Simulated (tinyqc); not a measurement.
Two-dimensional dopant profile at a mask edge: lateral junction, overlap and effective channel length. Changing the offset spacer. Computed by tinyqc, a small Python program. Command: `OMP_NUM_THREADS=1 python tinyqc.py 3007280 3007281 out.jsonl lateral sweep`. One thread of a shared host (Intel(R) Xeon(R) Processor @ 2.30GHz), about 0.01 s of CPU time with the checks.

Ions enter for y < 0; the mask (spacer, then gate) covers y > 0. x is the depth. The surface reflects dopant during the anneal.

Inputs (values chosen for the exercise, modelled on a source-drain extension in silicon):
```
quantity               value    unit
dose Q               1.7e+15  1/cm^2
projected range R_p       23      nm
vertical straggle        8.3      nm
lateral straggle         8.6      nm
anneal budget D t    1.8e-13    cm^2
channel doping C_B   4.6e+18  1/cm^3
gate length L_g          230      nm
oxide thickness          4.7      nm
```

Constants: eps_0 = 8.8541878128e-12 F/m.

Method:
- Widths s_x^2 = (vertical straggle)^2 + 2 D t, s_y^2 = (lateral straggle)^2 + 2 D t. C(x, y) = V(x) (1/2) erfc(y/(sqrt2 s_y)), V(x) = Q/(sqrt(2 pi) s_x) [exp(-(x - R_p)^2/(2 s_x^2)) + exp(-(x + R_p)^2/(2 s_x^2))]; 1 nm = 1e-7 cm.
- The vertical junction far from the mask solves V(x) = C_B.
- The lateral junction at depth x solves C = C_B: y_j(x) = sqrt2 s_y erfc^-1(2 C_B/V(x)). Overlap under the gate = y_j(0) - spacer; metallurgical channel L_met = L_g - 2 overlap (tails from the two sides are not added).
- Abruptness at y_j(0) in nm per decade = ln(10) s_y sqrt(pi/2) exp(u^2) erfc(u), u = y_j/(sqrt2 s_y). Overlap capacitance per width = 3.9 eps_0 overlap/t_ox (zero if there is no overlap).

One run for each value:
```
offset spacer (nm)  overlap (nm)  metallurgical channel L_met (nm)  overlap capacitance (fF/um)
0.0                        17.98                             194.0                       0.1321
8.2                         9.78                             210.4                       0.0718
16.0                        1.98                             226.0                       0.0145
25.0                       -7.02                             244.0                       0.0000
33.0                      -15.02                             260.0                       0.0000
41.0                      -23.02                             276.0                       0.0000
49.0                      -31.02                             292.0                       0.0000
58.0                      -40.02                             310.0                       0.0000
```

What does the table show, and why?

Over the rows, overlap (nm) falls from 18.0 to -40.0; metallurgical channel L_met (nm) rises from 194 to 310; overlap capacitance (fF/um) falls from 0.132 to 0, flat over part of the range. The spacer shifts the whole profile, trading overlap capacitance against channel length (and, outside this model, series resistance); a negative overlap is an underlap.

Caution (all rows): the peak exceeds usual solubilities, so part of the dose is inactive and diffusion is concentration dependent. Caution (all rows): the profile peaks below the surface, where the junction reaches further under the gate than y_j(0); the overlap given is the one at the surface.

Extremes, crossings and ranges named in words are read from the listed rows.
